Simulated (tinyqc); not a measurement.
Inside a calculation. Method: Pariser-Parr-Pople SCF with singles CI, for the molecule O=c1cccccc1 (SMILES; centres numbered as the heavy atoms are written). Computed by tinyqc, a small Python program that keeps every step. Settings: charge = 0, gamma = Ohno, start = core, damping = 0, iteration cap = 59, excitations kept = 9. Command: `OMP_NUM_THREADS=1 python tinyqc.py 29912 29913 out.jsonl` (the two numbers bound the seeds that draw the settings). One thread of a shared host (Intel(R) Xeon(R) Processor @ 2.60GHz), about 0.01 s of CPU time with the checks. Later iterations appear only in the table of the cycle.

## PPP integrals

Centres (angstrom, eV; a flat drawing with bonds scaled to 1.40 angstrom):

| centre | x | y | core charge z | W | gamma_rr |
|---|---|---|---|---|---|
| 1O | 2.637000 | 0.000000 | 1 | 17.700000 | 15.200000 |
| 2C | 1.237000 | 0.000000 | 1 | 11.160000 | 11.130000 |
| 3C | 0.629000 | 1.261000 | 1 | 11.160000 | 11.130000 |
| 4C | -0.736000 | 1.573000 | 1 | 11.160000 | 11.130000 |
| 5C | -1.830000 | 0.700000 | 1 | 11.160000 | 11.130000 |
| 6C | -1.830000 | -0.700000 | 1 | 11.160000 | 11.130000 |
| 7C | -0.736000 | -1.573000 | 1 | 11.160000 | 11.130000 |
| 8C | 0.629000 | -1.261000 | 1 | 11.160000 | 11.130000 |

Resonance integrals (eV):

| i | j | beta |
|---|---|---|
| 1 | 2 | -2.800000 |
| 2 | 3 | -2.670000 |
| 3 | 4 | -2.670000 |
| 4 | 5 | -2.670000 |
| 5 | 6 | -2.670000 |
| 6 | 7 | -2.670000 |
| 7 | 8 | -2.670000 |
| 8 | 2 | -2.670000 |

Ohno: gamma = 14.399645/sqrt(R^2 + a^2), a = 2 x 14.399645/(gamma_rr + gamma_ss); H_rr = -W_r - sum_(s != r) z_s gamma_rs; H_rs = beta for bonds.

repulsion gamma_rs (eV):
```
           1O         2C         3C         4C         5C         6C         7C         8C
1O  15.200000   8.105103   5.514497   3.712060   3.095413   3.095413   3.712060   5.514497
2C   8.105103  11.130000   7.554085   5.078081   4.233299   4.233299   5.078081   7.554085
3C   5.514497   7.554085  11.130000   7.553271   5.079867   4.234084   4.233612   5.080158
4C   3.712060   5.078081   7.553271  11.130000   7.554938   5.079247   4.233148   4.233612
5C   3.095413   4.233299   5.079867   7.554938  11.130000   7.553862   5.079247   4.234084
6C   3.095413   4.233299   4.234084   5.079247   7.553862  11.130000   7.554938   5.079867
7C   3.712060   5.078081   4.233612   4.233148   5.079247   7.554938  11.130000   7.553271
8C   5.514497   7.554085   5.080158   4.233612   4.234084   5.079867   7.553271  11.130000
```

core matrix H (eV):
```
            1O          2C          3C          4C          5C          6C          7C          8C
1O  -50.449045   -2.800000    0.000000    0.000000    0.000000    0.000000    0.000000    0.000000
2C   -2.800000  -52.996033   -2.670000    0.000000    0.000000    0.000000    0.000000   -2.670000
3C    0.000000   -2.670000  -50.409574   -2.670000    0.000000    0.000000    0.000000    0.000000
4C    0.000000    0.000000   -2.670000  -48.604356   -2.670000    0.000000    0.000000    0.000000
5C    0.000000    0.000000    0.000000   -2.670000  -47.990711   -2.670000    0.000000    0.000000
6C    0.000000    0.000000    0.000000    0.000000   -2.670000  -47.990711   -2.670000    0.000000
7C    0.000000    0.000000    0.000000    0.000000    0.000000   -2.670000  -48.604356   -2.670000
8C    0.000000   -2.670000    0.000000    0.000000    0.000000    0.000000   -2.670000  -50.409574
```

## Starting guess

pi electrons, sum of z_r less the charge = 8

Orbitals of the core matrix H.

P at the start:
```
           1O         2C         3C         4C         5C         6C         7C         8C
1O   1.350402   0.663692  -0.358969  -0.175910   0.241998   0.241998  -0.175910  -0.358969
2C   0.663692   1.269517   0.470195   0.004353  -0.149449  -0.149449   0.004353   0.470195
3C  -0.358969   0.470195   1.144634   0.717049   0.110142  -0.228853  -0.218988   0.050200
4C  -0.175910   0.004353   0.717049   0.765617   0.537863   0.247930  -0.034946  -0.218988
5C   0.241998  -0.149449   0.110142   0.537863   0.779789   0.674788   0.247930  -0.228853
6C   0.241998  -0.149449  -0.228853   0.247930   0.674788   0.779789   0.537863   0.110142
7C  -0.175910   0.004353  -0.218988  -0.034946   0.247930   0.537863   0.765617   0.717049
8C  -0.358969   0.470195   0.050200  -0.218988  -0.228853   0.110142   0.717049   1.144634
```

## Iteration 1: Fock matrix

F_rr = H_rr + P_rr gamma_rr / 2 + sum_(s != r) P_ss gamma_rs; F_rs = H_rs - P_rs gamma_rs / 2; E = tr P (H + F) / 2 + core repulsion sum_(r<s) z_r z_s gamma_rs.

F (eV):
```
           1O         2C         3C         4C         5C         6C         7C         8C
1O  -6.760690  -5.489645   0.989766   0.326495  -0.374542  -0.374542   0.326495   0.989766
2C  -5.489645  -3.314806  -4.445945  -0.011053   0.316331   0.316331  -0.011053  -4.445945
3C   0.989766  -4.445945  -4.900778  -5.378031  -0.279752   0.484492   0.463555  -0.127511
4C   0.326495  -0.011053  -5.378031  -6.299573  -4.701759  -0.629650   0.073967   0.463555
5C  -0.374542   0.316331  -0.279752  -4.701759  -7.872448  -5.218627  -0.629650   0.484492
6C  -0.374542   0.316331   0.484492  -0.629650  -5.218627  -7.872448  -4.701759  -0.279752
7C   0.326495  -0.011053   0.463555   0.073967  -0.629650  -4.701759  -6.299573  -5.378031
8C   0.989766  -4.445945  -0.127511   0.463555   0.484492  -0.279752  -5.378031  -4.900778
```

pi energy = -111.358984 eV

## Iteration 1: orbitals and new P

Diagonalise F (the basis is taken as orthonormal) and form P = 2 sum c c over the lowest orbitals.

orbital energies (eV): -16.590505  -12.773111  -12.466509  -9.073202  -2.675834  -1.471601  1.648317  5.181352

P after iteration 1:
```
           1O         2C         3C         4C         5C         6C         7C         8C
1O   1.436990   0.750975  -0.158445  -0.260415   0.172098   0.172098  -0.260415  -0.158445
2C   0.750975   0.871842   0.428732   0.101844  -0.124990  -0.124990   0.101844   0.428732
3C  -0.158445   0.428732   0.912570   0.776060   0.065635  -0.328253  -0.078575   0.250876
4C  -0.260415   0.101844   0.776060   0.954839   0.536966   0.028226  -0.148996  -0.078575
5C   0.172098  -0.124990   0.065635   0.536966   0.978175   0.743705   0.028226  -0.328253
6C   0.172098  -0.124990  -0.328253   0.028226   0.743705   0.978175   0.536966   0.065635
7C  -0.260415   0.101844  -0.078575  -0.148996   0.028226   0.536966   0.954839   0.776060
8C  -0.158445   0.428732   0.250876  -0.078575  -0.328253   0.065635   0.776060   0.912570
```

## Iteration 2: Fock matrix

As before.

F (eV):
```
           1O         2C         3C         4C         5C         6C         7C         8C
1O  -9.252269  -5.843364   0.436872   0.483338  -0.266356  -0.266356   0.483338   0.436872
2C  -5.843364  -4.730701  -4.289340  -0.258585   0.264561   0.264561  -0.258585  -4.289340
3C   0.436872  -4.289340  -5.819627  -5.600896  -0.166709   0.694925   0.166329  -0.637244
4C   0.483338  -0.258585  -5.600896  -6.372426  -4.698372  -0.071683   0.315362   0.166329
5C  -0.266356   0.264561  -0.166709  -4.698372  -6.456078  -5.478921  -0.071683   0.694925
6C  -0.266356   0.264561   0.694925  -0.071683  -5.478921  -6.456078  -4.698372  -0.166709
7C   0.483338  -0.258585   0.166329   0.315362  -0.071683  -4.698372  -6.372426  -5.600896
8C   0.436872  -4.289340  -0.637244   0.166329   0.694925  -0.166709  -5.600896  -5.819627
```

pi energy = -114.892850 eV

## Iteration 2: orbitals and new P

As before.

orbital energies (eV): -16.094079  -14.081751  -13.146828  -10.333045  -2.138654  -1.422227  2.438155  3.499198

P after iteration 2:
```
           1O         2C         3C         4C         5C         6C         7C         8C
1O   1.509158   0.734620  -0.145319  -0.237086   0.152376   0.152376  -0.237086  -0.145319
2C   0.734620   0.786766   0.420927   0.118839  -0.127004  -0.127004   0.118839   0.420927
3C  -0.145319   0.420927   0.926580   0.784160   0.052379  -0.323560  -0.080503   0.259788
4C  -0.237086   0.118839   0.784160   0.956542   0.526976   0.039476  -0.164710  -0.080503
5C   0.152376  -0.127004   0.052379   0.526976   0.968916   0.756960   0.039476  -0.323560
6C   0.152376  -0.127004  -0.323560   0.039476   0.756960   0.968916   0.526976   0.052379
7C  -0.237086   0.118839  -0.080503  -0.164710   0.039476   0.526976   0.956542   0.784160
8C  -0.145319   0.420927   0.259788  -0.080503  -0.323560   0.052379   0.784160   0.926580
```

## Iteration 3: Fock matrix

As before.

F (eV):
```
           1O         2C         3C         4C         5C         6C         7C         8C
1O  -9.283505  -5.777086   0.400680   0.440038  -0.235833  -0.235833   0.440038   0.400680
2C  -5.777086  -4.468654  -4.259860  -0.301736   0.268822   0.268822  -0.301736  -4.259860
3C   0.400680  -4.259860  -5.981354  -5.631487  -0.133039   0.684991   0.170409  -0.659882
4C   0.440038  -0.301736  -5.631487  -6.471717  -4.660635  -0.100255   0.348621   0.170409
5C  -0.235833   0.268822  -0.133039  -4.660635  -6.562302  -5.528986  -0.100255   0.684991
6C  -0.235833   0.268822   0.684991  -0.100255  -5.528986  -6.562302  -4.660635  -0.133039
7C   0.440038  -0.301736   0.170409   0.348621  -0.100255  -4.660635  -6.471717  -5.631487
8C   0.400680  -4.259860  -0.659882   0.170409   0.684991  -0.133039  -5.631487  -5.981354
```

pi energy = -114.996997 eV

## Iteration 3: orbitals and new P

As before.

orbital energies (eV): -16.165248  -14.073301  -13.255482  -10.382417  -2.245454  -1.439981  2.325811  3.453169

P after iteration 3:
```
           1O         2C         3C         4C         5C         6C         7C         8C
1O   1.525606   0.732595  -0.139254  -0.230347   0.145155   0.145155  -0.230347  -0.139254
2C   0.732595   0.758450   0.414642   0.122423  -0.124755  -0.124755   0.122423   0.414642
3C  -0.139254   0.414642   0.934926   0.789956   0.047519  -0.322319  -0.080252   0.260438
4C  -0.230347   0.122423   0.789956   0.955715   0.519462   0.042305  -0.167006  -0.080252
5C   0.145155  -0.124755   0.047519   0.519462   0.967331   0.764539   0.042305  -0.322319
6C   0.145155  -0.124755  -0.322319   0.042305   0.764539   0.967331   0.519462   0.047519
7C  -0.230347   0.122423  -0.080252  -0.167006   0.042305   0.519462   0.955715   0.789956
8C  -0.139254   0.414642   0.260438  -0.080252  -0.322319   0.047519   0.789956   0.934926
```

## Convergence

Stop when output and input P, before any damping, agree to 1e-7.

Course of the cycle:

| iteration | E (eV) | largest \|P(out) - P(in)\| |
|---|---|---|
| 1 | -111.35898373 | 3.98e-01 |
| 2 | -114.89284988 | 8.51e-02 |
| 3 | -114.99699743 | 2.83e-02 |
| 4 | -115.01005044 | 1.03e-02 |
| 5 | -115.01276142 | 4.20e-03 |
| 6 | -115.01357598 | 2.18e-03 |
| 7 | -115.01386670 | 1.40e-03 |
| 8 | -115.01397712 | 8.90e-04 |
| 9 | -115.01401996 | 5.64e-04 |
| 10 | -115.01403671 | 3.56e-04 |
| 11 | -115.01404328 | 2.24e-04 |
| ... | ... | ... |
| 18 | -115.01404751 | 8.56e-06 |
| 19 | -115.01404752 | 5.37e-06 |
| 20 | -115.01404752 | 3.36e-06 |
| 21 | -115.01404752 | 2.11e-06 |
| 22 | -115.01404752 | 1.32e-06 |
| 23 | -115.01404752 | 8.27e-07 |
| 24 | -115.01404752 | 5.18e-07 |
| 25 | -115.01404752 | 3.25e-07 |
| 26 | -115.01404752 | 2.04e-07 |
| 27 | -115.01404752 | 1.28e-07 |
| 28 | -115.01404752 | 7.99e-08 |

Converged in 28 iterations.

## Converged orbitals

Charges are z - P_rr.

orbital energies (eV): -16.182870  -14.078887  -13.286794  -10.441102  -2.257588  -1.439019  2.295637  3.421247

coefficients:
```
         MO1        MO2        MO3        MO4        MO5        MO6        MO7        MO8
1O  0.261772   0.542613   0.000000   0.633621   0.000000   0.379803   0.000000  -0.302194
2C  0.379721   0.474788   0.000000   0.017767   0.000000  -0.448673   0.000000   0.654801
3C  0.350184   0.162059   0.416622  -0.388085   0.506150  -0.158618   0.265025  -0.418735
4C  0.365804  -0.154352   0.527906  -0.198729  -0.215590   0.493590  -0.418134   0.243390
5C  0.370409  -0.435874   0.218499   0.330153  -0.444221  -0.241725   0.504902  -0.073344
6C  0.370409  -0.435874  -0.218499   0.330153   0.444221  -0.241725  -0.504902  -0.073344
7C  0.365804  -0.154352  -0.527906  -0.198729   0.215590   0.493590   0.418134   0.243390
8C  0.350184   0.162059  -0.416622  -0.388085  -0.506150  -0.158618  -0.265025  -0.418735
```

pi charges: 1O -0.528858, 2C 0.260144, 3C 0.053850, 4C 0.048370, 5C 0.032137, 6C 0.032137, 7C 0.048370, 8C 0.053850

## Singles CI, singlets

Over the 9 single excitations with the smallest orbital gaps: A = (e_a - e_i) delta + 2 (ia|jb) - (ij|ab), with (pq|rs) = sum c_mp c_mq gamma_mn c_nr c_ns. f = 2/3 w |mu|^2 in atomic units, mu = sqrt2 sum c_ia sum_m c_mi c_ma R_m.

singlet CI matrix (eV):
```
           4>5       4>6        3>5        2>5        3>6        2>6        4>7       4>8
4>5   3.643901  0.000000   0.000000  -0.135934  -0.720943   0.000000  -0.416430  0.000000
4>6   0.000000  5.257867   0.892257   0.000000   0.000000   0.230059   0.000000  0.172907
3>5   0.000000  0.892257   6.364493   0.000000   0.000000  -0.674801   0.000000  0.031951
2>5  -0.135934  0.000000   0.000000   7.038898   0.631966   0.000000  -0.080559  0.000000
3>6  -0.720943  0.000000   0.000000   0.631966   6.953042   0.000000  -0.011834  0.000000
2>6   0.000000  0.230059  -0.674801   0.000000   0.000000   7.824791   0.000000  0.036425
4>7  -0.416430  0.000000   0.000000  -0.080559  -0.011834   0.000000   8.171383  0.000000
4>8   0.000000  0.172907   0.031951   0.000000   0.000000   0.036425   0.000000  8.422473
1>5   0.066598  0.000000   0.000000   0.084780   0.071710   0.000000  -0.180440  0.000000

           1>5
4>5   0.066598
4>6   0.000000
3>5   0.000000
2>5   0.084780
3>6   0.071710
2>6   0.000000
4>7  -0.180440
4>8   0.000000
1>5   8.667090
```

singlet excitation energies (eV): 3.457134  4.665466  6.417335  6.674056  7.707379  8.093433  8.148371  8.436670  8.744096

oscillator strengths: 0.103091  0.262279  0.000980  1.715228  1.054813  0.202616  0.137200  0.001604  0.002897

## Singles CI, triplets

Over the 9 single excitations with the smallest orbital gaps: A = (e_a - e_i) delta - (ij|ab), with (pq|rs) = sum c_mp c_mq gamma_mn c_nr c_ns.

triplet CI matrix (eV):
```
           4>5        4>6        3>5        2>5        3>6        2>6        4>7        4>8
4>5   2.504883   0.000000   0.000000   0.796533  -0.403656   0.000000  -0.268881   0.000000
4>6   0.000000   2.888724  -0.403656   0.000000   0.000000  -0.188493   0.000000   0.756118
3>5   0.000000  -0.403656   4.652724   0.000000   0.000000  -0.008660   0.000000  -0.640887
2>5   0.796533   0.000000   0.000000   6.001680  -0.008660   0.000000  -0.652584   0.000000
3>6  -0.403656   0.000000   0.000000  -0.008660   5.640632   0.000000  -0.586693   0.000000
2>6   0.000000  -0.188493  -0.008660   0.000000   0.000000   6.478242   0.000000   1.005889
4>7  -0.268881   0.000000   0.000000  -0.652584  -0.586693   0.000000   7.396061   0.000000
4>8   0.000000   0.756118  -0.640887   0.000000   0.000000   1.005889   0.000000   7.294229
1>5   0.284477   0.000000   0.000000   0.403659   0.493492   0.000000   0.638946   0.000000

          1>5
4>5  0.284477
4>6  0.000000
3>5  0.000000
2>5  0.403659
3>6  0.493492
2>6  0.000000
4>7  0.638946
4>8  0.000000
1>5  7.659527
```

triplet excitation energies (eV): 2.262978  2.686140  4.490734  5.111990  6.009866  6.033882  7.607997  8.127179  8.185936
